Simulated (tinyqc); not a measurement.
Screening unbinds the donor: static screening by free carriers.

kF = (3 pi^2 n/Mv)^(1/3), EF = c kF^2/m with c = hbar^2/2m0, n in 1/angstrom^3 (1e-24 per 1/cm^3), e2 = e^2/(4 pi eps0). Thomas-Fermi: qTF^2 = 6 pi e2 n/(eps EF). Debye: qD^2 = 4 pi e2 n/(eps kB T).

F_j(eta) = (1/Gamma(j + 1)) integral_0^infinity x^j dx/(1 + exp(x - eta)), which tends to exp(eta) for eta << 0.

At finite T: qs^2 = qD^2 F_-1/2(eta)/F_1/2(eta), where n = Mv N F_1/2(eta) and N = 2 (m kB T/(4 pi c))^(3/2) with c = hbar^2/2m0, in 1/angstrom^3; times 1e24 for 1/cm^3.

Donor in the screened potential -(e2/eps) exp(-qs r)/r with the trial function exp(-r/a): E(a) = c/(m a^2) - (e2/eps) 4/(a (2 + qs a)^2), e2 = e^2/(4 pi eps0), c = hbar^2/2m0; isotropic mass.

Constants: hbar^2/2m0 = 3.80998211 eV angstrom^2; e^2/(4 pi eps0) = 14.39964547 eV angstrom; kB = 8.617333262e-05 eV/K; a0 (Bohr radius) = 0.5291772105 angstrom.

Inputs chosen for the exercise (near those of GaN; shifted at random, so the results belong to these values and not to a real crystal):
- m = 0.201 m0 (mass of one isotropic valley)
- Mv = 1 (valleys)
- eps = 9.44 (background dielectric constant)
- T = 200 K

All carriers n are taken as free and screen with qs(T); E(a) is minimised over a; a dash marks no bound state. aB = a0 eps/m.

Donor level:

| n (1/cm^3) | n^(1/3) aB | qs aB | E (meV) | a/aB |
|---|---|---|---|---|
| 5.0e+14 | 0.020 | 0.019 | -29.57 | 1.000 |
| 4.0e+15 | 0.039 | 0.052 | -27.59 | 1.002 |
| 2.0e+16 | 0.067 | 0.117 | -24.10 | 1.009 |
| 7.0e+16 | 0.102 | 0.217 | -19.28 | 1.029 |
| 2.0e+17 | 0.145 | 0.361 | -13.51 | 1.076 |
| 4.0e+17 | 0.183 | 0.497 | -9.09 | 1.143 |
| 1.0e+18 | 0.249 | 0.732 | -3.52 | 1.340 |
| 3.0e+18 | 0.358 | 1.067 | - | - |

aB = 24.9 angstrom

The level rises from -29.57 meV at the lowest density to -3.52 meV at 1e+18 1/cm^3, against -30.69 meV unscreened. The trial function finds no bound state from 3e+18 1/cm^3 on, where qs aB = 1.07 and n^(1/3) aB = 0.36. This trial function loses binding at qs aB = 1 and the exact Yukawa problem at 1.19; the Mott rule of thumb is n^(1/3) aB = 0.26.

(tinyqc, `OMP_NUM_THREADS=1 python tinyqc.py 1681996 1681997 out.jsonl`, Intel(R) Xeon(R) Processor @ 2.30GHz, 1 thread, shared host, about 0.01 s.)
